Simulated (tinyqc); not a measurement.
# Changing the segregation coefficient m = C(silicon)/C(oxide)

Model: dopant redistribution at a moving silicon-oxide interface during parabolic oxidation. Computed by tinyqc, a small Python program. Command: `OMP_NUM_THREADS=1 python tinyqc.py 3006329 3006330 out.jsonl segox sweep`. One thread of a shared host (Intel(R) Xeon(R) Processor @ 2.30GHz), about 0.02 s of CPU time with the checks.

Uniformly doped silicon is oxidised with x_ox = sqrt(B t); the interface advances into the silicon by alpha x_ox, alpha = 0.44. The dopant does not move in the oxide, and at the interface C(silicon) = m C(oxide).

Inputs (values chosen for the exercise, modelled on antimony in silicon under dry oxygen):
```
quantity                           value    unit
dopant prefactor D0                 4.36  cm^2/s
dopant activation energy E          3.86      eV
oxidation prefactor B0               726  um^2/h
oxidation activation energy E_B     1.25      eV
bulk doping C_B                  2.5e+17  1/cm^3
temperature T                       1175       C
time t                               1.4       h
```

Constants: k_B = 8.617333262e-05 eV/K.

Method:
- D = D0 exp(-E/(k_B T)), converted with 1 cm^2/s = 3.6e11 um^2/h; B = B0 exp(-E_B/(k_B T)); s = alpha sqrt(B/(4 D)), the interface advance over 2 sqrt(D t).
- Temperatures in kelvin are T(C) + 273.15.
- With the dopant diffusivity D and s = alpha x_ox/(2 sqrt(D t)), in the silicon C = C_B + (C_s - C_B) erfc(y/(2 sqrt(D t)))/erfc(s), y from the original surface. Dopant balance at the interface gives C_s/C_B = 1/[1 + (1/(m alpha) - 1) g], g = sqrt(pi) s exp(s^2) erfc(s).
- Consumed silicon held alpha x_ox C_B; the oxide holds x_ox times the dopant concentration in the oxide; the difference is the excess in the silicon; 1 um = 1e-4 cm.

One run for each value; columns: (1) segregation coefficient m = C(silicon)/C(oxide); (2) ratio C_s/C_B; (3) concentration in the oxide (1/cm^3); (4) excess in the silicon (1/cm^2):
```
(1)      (2)         (3)          (4)
0.05  0.0842  4.2101e+17  -6.6254e+12
0.12  0.1856  3.8659e+17  -5.8921e+12
0.27  0.3553  3.2895e+17  -4.6644e+12
0.63  0.6105  2.4227e+17  -2.8177e+12
1.5   0.8881  1.4801e+17  -8.0976e+11
3.4   1.0883  8.0020e+16   6.3865e+11
7.9   1.2111  3.8325e+16   1.5269e+12
18    1.2719  1.7665e+16   1.9670e+12
43    1.3016  7.5676e+15   2.1821e+12
100   1.3142  3.2856e+15   2.2733e+12
```

Over the rows, ratio C_s/C_B rises from 0.0842 to 1.31 (exponent d ln y / d ln x 0.90 between the first rows and 0.011 between the last); concentration in the oxide (1/cm^3) falls from 4.21e17 to 3.29e15 (exponent d ln y / d ln x -0.097 between the first rows and -0.99 between the last); excess in the silicon (1/cm^2) rises from -6.63e12 to 2.27e12. At the high end the exponent of ratio C_s/C_B is 0.01, close to 0: almost all dopant is rejected already. The ratio passes 1 and the excess changes sign at m = 1/alpha = 2.27.

Caution (all rows): parabolic growth needs an oxide much thicker than the Deal-Grove length A, which fails for thin films and low temperatures; oxidation-enhanced or retarded diffusion is ignored.
